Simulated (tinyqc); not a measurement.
## Sub-threshold conduction and electro-thermal threshold of an amorphous chalcogenide: the S-shaped curve

Trap-limited conduction: I = I0 exp(-Ea/kB T) sinh(q V dz/(2 ua kB T)), I0 = 2 q A Nt dz/ta. One lumped temperature T = T0 + Rt I V. The threshold is the largest V for which a steady state exists on the low-current branch.

For each T, V solves Rt I(V, T) V = T - T0.

Parameters, values chosen for the exercise; values of the order of Ge-Sb-Te and related chalcogenides:
- T0 = 358 K (ambient temperature)
- A = 1700 nm^2 (cross-section)
- ua = 31 nm (amorphous thickness)
- dz = 8.6 nm (distance between traps)
- Ea = 0.32 eV (activation energy)
- Nt = 3.9e19 cm^-3 (trap density)
- ta = 2e-14 s (attempt time)
- Rt = 3.1 K/uW (thermal resistance)

Constants: q = 1.602176634e-19 C, kB = 1.380649e-23 J/K. Results are converted to the units shown.

Result of one run:

| T (K) | V (V) | I (uA) | V/I (kohm) |
|---|---|---|---|
| 765 | 0.76608 | 171.38 | 4.4700 |

What becomes of these results when the cell temperature T is changed from 765 to 648 K, all else the same?

Result of the changed run:

| T (K) | V (V) | I (uA) | V/I (kohm) |
|---|---|---|---|
| 648 | 0.82556 | 113.31 | 7.2856 |

The whole series:

| T (K) | V (V) | I (uA) | V/I (kohm) |
|---|---|---|---|
| 361 | 0.54683 | 1.7697 | 309.00 |
| 368 | 0.72283 | 4.4628 | 161.97 |
| 381 | 0.83084 | 8.9300 | 93.039 |
| 404 | 0.89656 | 16.551 | 54.170 |
| 426 | 0.91722 | 23.915 | 38.353 |
| 449 | 0.92208 | 31.835 | 28.964 |
| 494 | 0.91078 | 48.169 | 18.908 |
| 557 | 0.87827 | 73.091 | 12.016 |
| 648 | 0.82556 | 113.31 | 7.2856 |
| 765 | 0.76608 | 171.38 | 4.4700 |
| 946 | 0.70187 | 270.25 | 2.5971 |

V goes from 0.547 through a maximum of 0.922 (at T = 449 K among the rows listed) to 0.702 V, while I rises from 1.77 to 270 uA. The exact threshold is 0.9221 V at 448.3 K; beyond it V falls as I rises, a negative differential resistance that a voltage source cannot hold. For T = 494, 557, 648, 765 the layer would crystallise if held at such a temperature. For T = 946 the layer would melt.

Range of the model: Purely electronic switching mechanisms, filaments and series resistance are left out.

Program tinyqc, `OMP_NUM_THREADS=1 python tinyqc.py 2490042 2490043 out.jsonl`; Intel Xeon 2.30GHz, shared host, one thread, about 0.01 s.
